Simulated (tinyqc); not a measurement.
Length of a molecular wire: coherent transport through a tight-binding bridge. Computed by the program tinyqc. T = Gamma_L Gamma_R |G_1n|^2 with the self-energies of semi-infinite chains.

A uniform bridge between two chains:
```
parameter                        value
site energy (eV)              0.540000
hopping in the bridge (eV)    1.100000
lead hopping (eV)             2.450000
couplings (eV)              0.58, 1.03
E (eV)                       -0.470000
```

Transmission against length:
```
sites           T     ln T
2      6.9885e-01  -0.3583
3      1.6024e-01  -1.8311
4      2.2293e-01  -1.5009
5      5.8604e-01  -0.5344
6      1.4977e-01  -1.8986
7      2.6986e-01  -1.3099
8      4.6026e-01  -0.7760
9      1.4456e-01  -1.9340
10     3.3773e-01  -1.0855
```

What does the comparison show, and why?

E lies inside the band of the bridge (|E - e|/2h = 0.459 < 1): T does not decay but oscillates with length, between 0.145 and 0.699 here, as levels of the bridge pass E.
